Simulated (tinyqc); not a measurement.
What moves the results: deformation potentials from a strained empirical pseudopotential. A value that a table varies takes the place of the one given here.

Diamond lattice, no spin-orbit coupling. Atomic form factor V(q) = a1 (q^2 - a2)/(a3 exp(a4 q^2) - 1) in rydberg with q in 1/bohr, for the unstrained cell. Under a strain e the reciprocal vectors and k go over into (1 + e)^(-1) G, the atoms sit at +/- tau with tau = (1 + e) a (1,1,1)/8 - zeta a (eyz, ezx, exy)/4, and H(G,G') = c |k + G|^2 delta + (V(q)/det(1 + e)) cos(q.tau), q = G - G', with the term q = 0 left out; c = hbar^2/2m0. The basis is fixed before straining: all G with |k + G|^2 up to 16 (2 pi/a)^2. k is given in units of 2 pi/a of the unstrained cell.

Constants: hbar^2/2m0 = 3.80998211 eV angstrom^2; Ry = 13.60569312 eV; a0 (Bohr radius) = 0.5291772105 angstrom.

Values chosen for the exercise (near those of Si; shifted at random, so the results belong to these values and not to a real crystal):
- a = 5.441 angstrom (lattice constant)
- A = (0.535, 2.187, 2.058, 0.482) (a1 (Ry bohr^2), a2 (1/bohr^2), a3, a4 (bohr^2))
- h = 0.004 (size of the test strain)
- kD = 0.82 2 pi/a (position of the Delta minimum)
- a1 = 0.535
- a2 = 2.187
- a3 = 2.058
- a4 = 0.482

## The internal displacement

Xu of L (level 5, the lowest empty one) and d from exy = eyz = ezx = h for several zeta: Xu = [E(L [111]) - E(L [1-1-1])]/((8/3) h), d = (single valence level - pair)/(3 sqrt(3) h). zeta = 0 strains the bonds with the lattice; zeta = 1 keeps all four bond lengths equal to first order.

Results:

| zeta | Xu (L) (eV) | d (eV) |
|---|---|---|
| 0.00 | 11.04 | 0.89 |
| 0.25 | 11.43 | -1.46 |
| 0.50 | 11.84 | -3.81 |
| 0.60 | 12.01 | -4.74 |
| 0.75 | 12.27 | -6.15 |
| 1.00 | 12.71 | -8.50 |

From zeta = 0 to 1, d goes from 0.89 to -8.50 eV and Xu (L) from 11.04 to 12.71 eV, both nearly linearly: the displacement is an optical-phonon mode, and d = d(0) - zeta d0/4 gives its deformation potential d0 = 38 eV. Leaving the relaxation out (zeta = 0 for 0.5) moves d by +4.70 eV, which reverses its sign, and Xu (L) by -0.80 eV. Tetragonal strain has no such freedom.

## Size of the test strain

e = diag(-h/2, -h/2, h). Xu = [E(Delta z) - E(Delta x)]/(1.5 h) at fixed kD, b = [E(Z) - E(X, Y)]/(4.5 h); one-sided from +h alone, central from +h and -h.

Results (eV):

| h | Xu one-sided | Xu central | b one-sided | b central |
|---|---|---|---|---|
| 0.0010 | 7.996 | 8.001 | -3.294 | -3.290 |
| 0.0025 | 7.989 | 8.001 | -3.300 | -3.290 |
| 0.0050 | 7.976 | 8.001 | -3.310 | -3.290 |
| 0.0100 | 7.952 | 8.002 | -3.330 | -3.290 |
| 0.0200 | 7.906 | 8.006 | -3.371 | -3.291 |
| 0.0300 | 7.863 | 8.013 | -3.411 | -3.292 |

From h = 0.001 to 0.03 the one-sided Xu drifts by -0.133 eV and the central one by +0.012 eV; for b the drifts are -0.117 and -0.002 eV. The central difference cancels the term of second order in the strain, so its error goes as h^2. At h = 0.02 the linear law errs by 1.2 % for the valley splitting and 2.4 % for the valence splitting.

## What each parameter of the potential does

Gaps from the valence top to level 8 at Gamma and level 5 at (kD,0,0) and L, and their deformation potentials [E(+h) - E(-h)]/(3 ln((1 + h)/(1 - h))) for e = +/- h 1, h = 0.002. The row for the lattice constant keeps V(q) without the volume factor, so it is not a strain. Each row changes one parameter from the base and keeps the others.

Results:

| case | Gamma (eV) | Delta (eV) | L (eV) | potential Gamma (eV) | potential Delta (eV) | potential L (eV) |
|---|---|---|---|---|---|---|
| base | 4.189 | 1.235 | 2.097 | -9.02 | 2.51 | -2.03 |
| a = 5.387 angstrom | 4.314 | 0.939 | 1.996 | -8.72 | 2.82 | -1.86 |
| a1 = 0.54 | 4.232 | 1.303 | 2.147 | -9.09 | 2.50 | -2.05 |
| a2 = 2.209 | 4.071 | 1.310 | 2.094 | -9.09 | 2.46 | -2.07 |
| a3 = 2.037 | 4.239 | 1.332 | 2.165 | -9.11 | 2.52 | -2.04 |
| a4 = 0.487 | 4.094 | 1.148 | 2.021 | -8.85 | 2.59 | -1.96 |

The largest shifts from the base row, up to three for each result and ties (the steps differ in size, so this ranks the rows, not the parameters). Gamma (eV): a +0.126, a2 -0.117, a4 -0.094. Delta (eV): a -0.296, a3 +0.098, a4 -0.087. L (eV): a -0.101, a4 -0.076, a3 +0.068. potential Gamma (eV): a +0.30, a4 +0.17, a3 -0.10. potential Delta (eV): a +0.31, a4 +0.08, a2 -0.06. potential L (eV): a +0.18, a4 +0.08, a2 -0.04.

Computed by tinyqc, a small Python program: `OMP_NUM_THREADS=1 python tinyqc.py 1850709 1850710 out.jsonl` (the numbers bound the seed that draws the inputs); one thread of a shared host (Intel(R) Xeon(R) Processor @ 2.30GHz), about 0.2 s for the whole set of steps.
